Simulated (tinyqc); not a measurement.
Worked calculation: grain-boundary trapping model (Seto) of a polycrystalline semiconductor film. Computed by tinyqc, a small Python program that keeps every step. Command: `OMP_NUM_THREADS=1 python tinyqc.py 3006235 3006236 out.jsonl poly walk`. One thread of a shared host (Intel(R) Xeon(R) Processor @ 2.30GHz), about 0.01 s of CPU time with the checks. Intermediate numbers are printed to about 6 digits and carried at full precision; extremes and crossings named in words are read from the listed rows.

Grains of equal size L are joined by thin boundaries with one trap level. Trapped carriers deplete a width W on each side and raise a barrier, crossed by thermionic emission. Dopants are fully ionised, statistics are non-degenerate and mu_g does not depend on T.

Inputs (values chosen for the exercise, modelled on polycrystalline ZnO):
```
quantity                                     value        unit
permittivity eps                               8.3           -
effective mass m                              0.28         m_0
effective density of states at 300 K, N_c  3.8e+18      1/cm^3
grain size L                                    16          nm
trap density Q_t                           6.6e+11      1/cm^2
trap level E_t below the band edge            0.21          eV
doping N                                   8.1e+17      1/cm^3
mobility inside the grains mu_g                110  cm^2/(V s)
temperature T                                  250           K
```

Grain interior: resistance included.

Constants: e = 1.602176634e-19 C; eps_0 = 8.8541878128e-12 F/m; k_B = 8.617333262e-05 eV/K; m_0 = 9.1093837015e-31 kg; k_B = 1.380649e-23 J/K.

## Critical doping

If all traps fill, the grain is just depleted at N* = Q_t/L, with the barrier e Q_t L/(8 eps eps_0).

N* = 4.12500e+17 1/cm^3

barrier at N* with all traps filled = 0.0287778 V

The traps stay filled only while e V_B is below E_t - k_B T ln(N_c(T)/N*) = 0.168 eV. The barrier above stays below that, so nearly all traps can fill.

## Barrier

N_c(T) = N_c (T/300 K)^(3/2). Filled traps Q = Q_t/(1 + (1/2) exp((E_t* - E_F)/k_B T)), where E_t* = e V_B - E_t and E_F are counted from the band edge at the grain centre. Partial depletion: Q = 2 N W, V_B = e N W^2/(2 eps eps_0), E_F = k_B T ln(N/N_c); solve for W. If that W would exceed L/2 the grain is fully depleted: W = L/2, Q = N L, and E_F follows from the trap equation. Centre density n_0 = N_c exp(E_F/k_B T).

depletion width W = 4.07324 nm

barrier V_B = 0.0146493 V

E_F = -0.0274083 eV

centre density n_0 = 8.10e+17 1/cm^3

The grain is partly depleted; 100.0 % of the traps are filled, and they hold 50.9 % of the carriers. Caution: E_F is within 2 k_B T of the band edge, so non-degenerate statistics fail, and tunnelling through so thin a barrier adds to the current. Caution: e V_B is below 2 k_B T, where the depletion approximation fails and the mean density does not balance the trapped charge.

## Resistivity and effective mobility

Boundary: sigma_b = L e^2 n_0 exp(-e V_B/k_B T)/sqrt(2 pi m k_B T); drift through the grain, depleted parts included: rho_g = [(1 - 2W/L) + (2W/L) int_0^1 exp(y^2 s^2) ds]/(e n_0 mu_g); rho = 1/sigma_b + rho_g. Mean carrier density n_av = n_0 [(1 - 2W/L) + (2W/L) (sqrt(pi)/2) erf(y)/y], y = sqrt(e V_B/k_B T); effective mobility 1/(e n_av rho).

boundary resistivity = 0.0441283 ohm cm

drift resistivity rho_g = 0.0800908 ohm cm

resistivity rho = 0.124219 ohm cm

mean carrier density = 7.32869e+17 1/cm^3

effective mobility = 68.5606 cm^2/(V s)

A single crystal with the same N and mu_g would have 0.0701 ohm cm, a factor 1.77 lower.

## Activation energy

E_a = d ln(rho)/d(1/k_B T) from T - 5 K and T + 5 K; temperature coefficient d ln(rho)/dT.

activation energy E_a = 0.00355596 eV

temperature coefficient = -0.0660508 %/K

With a fixed barrier the boundary term gives E_a = e V_B - k_B T/2 = 0.0039 eV, the second term coming from the thermal velocity in the prefactor; the drift resistivity, which hardly depends on T, dilutes it.

## Against the doping

The formulas are those given above.

The same film:
```
N (1/cm^3)   W (nm)    V_B (V)  mean density (1/cm^3)  mobility (cm^2/(V s))  rho (ohm cm)
1.20e+16    8.00000  0.0008372            2.59673e+12                82.8515   2.90110e+04
4.10e+16    8.00000  0.0028603            1.01899e+13                81.4501   7.52015e+03
1.00e+17    8.00000  0.0069764            3.36867e+13                78.1685   2.37028e+03
2.10e+17    8.00000  0.0146505            1.40532e+14                70.7854   6.27437e+02
3.30e+17    8.00000  0.0230222            7.21874e+14                61.5182   1.40548e+02
5.00e+17    6.59665  0.0237176            3.87940e+17                59.1914   2.71811e-01
8.20e+17    4.02358  0.0144708            7.43641e+17                68.7531   1.22077e-01
1.60e+18    2.06235  0.0074182            1.55717e+18                76.2015   5.26005e-02
4.10e+18    0.80486  0.0028952            4.08224e+18                80.6563   1.89563e-02
1.60e+19    0.20625  0.0007419            1.59953e+19                82.6921   4.71881e-03
```

The barrier peaks among these rows at N = 5.0e17 (0.024 V) and the mobility has its minimum at 5.0e17; N* is 4.1e17. While the grain is fully depleted (W = L/2) V_B grows as N; once all traps are filled it falls as 1/N (last exponent -1.00). Partly depleted rows (W < L/2) with e V_B below 2 k_B T stretch the depletion approximation. Where N approaches N_c the non-degenerate statistics fail. rho drops most steeply, as N^-15.0, between 3.3e17 and 5.0e17.

Checks made by the program: charge in the traps against the depleted charge (relative difference below 1e-10).
